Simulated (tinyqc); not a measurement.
Pariser-Parr-Pople SCF with singles CI, for the molecule O=c1cccc(Cl)cc1 (SMILES; centres numbered as the heavy atoms are written), step by step. Computed by tinyqc, a small Python program that keeps every step. Settings: charge = 0, gamma = MN, start = huckel, damping = 0.5, iteration cap = 83, excitations kept = 9. Command: `OMP_NUM_THREADS=1 python tinyqc.py 28142 28143 out.jsonl` (the two numbers bound the seeds that draw the settings). One thread of a shared host (Intel(R) Xeon(R) Processor @ 2.60GHz), about 0.02 s of CPU time with the checks.

Centres (angstrom, eV; a flat drawing with bonds scaled to 1.40 angstrom):

| centre | x | y | core charge z | W | gamma_rr |
|---|---|---|---|---|---|
| 1O | 2.93800 | -0.52200 | 1 | 17.70000 | 15.20000 |
| 2C | 1.57300 | -0.21000 | 1 | 11.16000 | 11.13000 |
| 3C | 1.26100 | 1.15500 | 1 | 11.16000 | 11.13000 |
| 4C | 0.00000 | 1.76200 | 1 | 11.16000 | 11.13000 |
| 5C | -1.26100 | 1.15500 | 1 | 11.16000 | 11.13000 |
| 6C | -1.57300 | -0.21000 | 1 | 11.16000 | 11.13000 |
| 7Cl | -2.93800 | -0.52200 | 2 | 26.00000 | 13.00000 |
| 8C | -0.70000 | -1.30500 | 1 | 11.16000 | 11.13000 |
| 9C | 0.70000 | -1.30500 | 1 | 11.16000 | 11.13000 |

Resonance integrals (eV):

| i | j | beta |
|---|---|---|
| 1 | 2 | -2.22000 |
| 2 | 3 | -2.11000 |
| 3 | 4 | -2.11000 |
| 4 | 5 | -2.11000 |
| 5 | 6 | -2.11000 |
| 6 | 7 | -1.40000 |
| 6 | 8 | -2.11000 |
| 8 | 9 | -2.11000 |
| 9 | 2 | -2.11000 |

Stop when output and input P, before any damping, agree to 1e-7.

Course of the cycle:

| iteration | E (eV) | largest \|P(out) - P(in)\| |
|---|---|---|
| 1 | -141.5941403 | 3.77e-01 |
| 2 | -142.9381269 | 2.10e-01 |
| 3 | -143.6753842 | 1.18e-01 |
| 4 | -144.0760142 | 7.38e-02 |
| 5 | -144.2916357 | 4.80e-02 |
| 6 | -144.4067013 | 3.17e-02 |
| 7 | -144.4676752 | 2.11e-02 |
| 8 | -144.4998054 | 1.42e-02 |
| 9 | -144.5166633 | 9.59e-03 |
| 10 | -144.5254794 | 6.51e-03 |
| 11 | -144.5300789 | 4.44e-03 |
| ... | ... | ... |
| 41 | -144.5350759 | 1.06e-06 |
| 42 | -144.5350759 | 8.34e-07 |
| 43 | -144.5350759 | 6.56e-07 |
| 44 | -144.5350759 | 5.17e-07 |
| 45 | -144.5350759 | 4.07e-07 |
| 46 | -144.5350759 | 3.21e-07 |
| 47 | -144.5350759 | 2.53e-07 |
| 48 | -144.5350759 | 1.99e-07 |
| 49 | -144.5350759 | 1.57e-07 |
| 50 | -144.5350759 | 1.24e-07 |
| 51 | -144.5350759 | 9.79e-08 |

Can the last value be used, and what does the course show?

Yes. Converged in 51 iterations.
